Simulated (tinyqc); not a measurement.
Metal gate on a two-layer dielectric stack with fixed charge and a dipole: two steps of the calculation.

Gate, layer 2, layer 1, p-type semiconductor; x runs from the gate inwards. Charges are counted in units of +q. psi is the band bending at the surface, positive towards inversion. Classical charge, Boltzmann statistics, no interface traps.

Parameters, values chosen for the exercise; band and dielectric values close to those of silicon, layer 1 close to silicon dioxide, layer 2 close to hafnium oxide:
- T = 300 K (temperature)
- Eg = 1.14 eV (band gap)
- eps_r = 11.6 (relative permittivity)
- Nc = 2.76e19 cm^-3 (conduction-band density of states at T)
- Nv = 2.69e19 cm^-3 (valence-band density of states at T)
- chi = 3.98 eV (electron affinity)
- Na = 1.8e17 cm^-3 (acceptor density)
- pM = 4.31 eV (work function of the gate metal)
- t1 = 0.7 nm (thickness of layer 1, next to the semiconductor)
- e1 = 4.02 (relative permittivity of layer 1)
- t2 = 5.7 nm (thickness of layer 2, next to the gate)
- e2 = 22.7 (relative permittivity of layer 2)
- ps = -0.067 V (band bending psi of the working point)

Constants: q = 1.602176634e-19 C, kB = 1.380649e-23 J/K, Vt = kB T/q, eps0 = 8.8541878128e-14 F/cm where lengths are in cm. Results are converted to the units shown.

Question 1. Equivalent thickness and work-function difference. EOT = 3.9 (t1/e1 + t2/e2), Cox = eps0/(t1/e1 + t2/e2); phi_ms = pM - (chi + Eg - Vt ln(Nv/Na)).

Wanted: EOT; Cox; share of layer 1 in the EOT; phi_ms.

Answer 1.

EOT = 1.658 nm
Cox = 2.082 uF/cm^2
share of layer 1 in the EOT = 40.95 %
phi_ms = -0.6806 V

Question 2. Charge in the semiconductor. ni = sqrt(Nc Nv) exp(-Eg/(2 Vt)), Eg in volts. Qs = -sign(psi) sqrt(2 q eps0 eps_r Na Vt [exp(-u) + u - 1 + (ni/Na)^2 (exp(u) - u - 1)]), u = psi/Vt.

Find: Qs.

Answer 2.

Qs = 0.12226 uC/cm^2

The surface is accumulated.

tinyqc, about 0.01 s, one thread, Intel Xeon 2.30GHz (shared host): `OMP_NUM_THREADS=1 python tinyqc.py 2010024 2010025 out.jsonl`
